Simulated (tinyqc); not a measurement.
Three ways to the same curve: density of states of one tight-binding band on the triangular lattice.

E(k) = -2 t (cos 2 pi k1 + cos 2 pi k2 + cos 2 pi (k1 + k2)); k in fractions of the reciprocal vectors, mesh k_i = j/N with j = 0 .. N-1. Densities are per cell and per spin, so the band holds one state.

Each cell of the mesh is cut along (i+1, j)-(i, j+1) into two triangles. For corner energies e1 <= e2 <= e3 and eij = ei - ej, the share of the triangle below E is n = (E - e1)^2/(e21 e31) for e1 < E < e2 and n = 1 - (e3 - E)^2/(e31 e32) for e2 < E < e3; its density of states is g = dn/dE.

Gaussian broadening: g(E) = mean over the mesh of exp(-(E - E_k)^2/(2 sigma^2))/(sigma sqrt(2 pi)), n(E) = mean of erfc((E_k - E)/(sigma sqrt 2))/2.

Inputs chosen for the exercise:
- t = 2.35 eV (nearest hopping)
- N2 = 24 (mesh points along each axis in this comparison)
- sigma = 0.705 eV (Gaussian width)

N = N2 here; the reference is the linear method with N = 240.

g(E) (1/eV):

| E (eV) | reference | linear triangles | Gaussian, sigma | Gaussian, sigma/4 | reference n(E) |
|---|---|---|---|---|---|
| -12.177 | 0.021 | 0.022 | 0.021 | 0.018 | 0.039 |
| -10.254 | 0.023 | 0.023 | 0.024 | 0.055 | 0.081 |
| -8.331 | 0.025 | 0.025 | 0.026 | 0.034 | 0.127 |
| -6.408 | 0.027 | 0.028 | 0.030 | 0.057 | 0.177 |
| -4.486 | 0.031 | 0.031 | 0.033 | 0.061 | 0.233 |
| -2.563 | 0.035 | 0.035 | 0.036 | 0.022 | 0.296 |
| -0.640 | 0.042 | 0.042 | 0.042 | 0.012 | 0.371 |
| 1.283 | 0.054 | 0.053 | 0.053 | 0.038 | 0.462 |
| 3.205 | 0.078 | 0.076 | 0.084 | 0.084 | 0.584 |
| 5.128 | 0.126 | 0.124 | 0.124 | 0.069 | 0.817 |

Root-mean-square errors against the reference: 0.0008 for linear triangles, 0.0023 for sigma and 0.0274 for sigma/4. The narrow Gaussian is worse than the wide one, because it resolves the separate mesh levels. The reference is highest at 5.128 eV of the energies listed, and half filling lies between 1.283 and 3.205 eV.

Computed by tinyqc, a small Python program: `OMP_NUM_THREADS=1 python tinyqc.py 1651730 1651731 out.jsonl` (the numbers bound the seed that draws the inputs); one thread of a shared host (Intel(R) Xeon(R) Processor @ 2.30GHz), about 0.09 s for the whole set of steps.
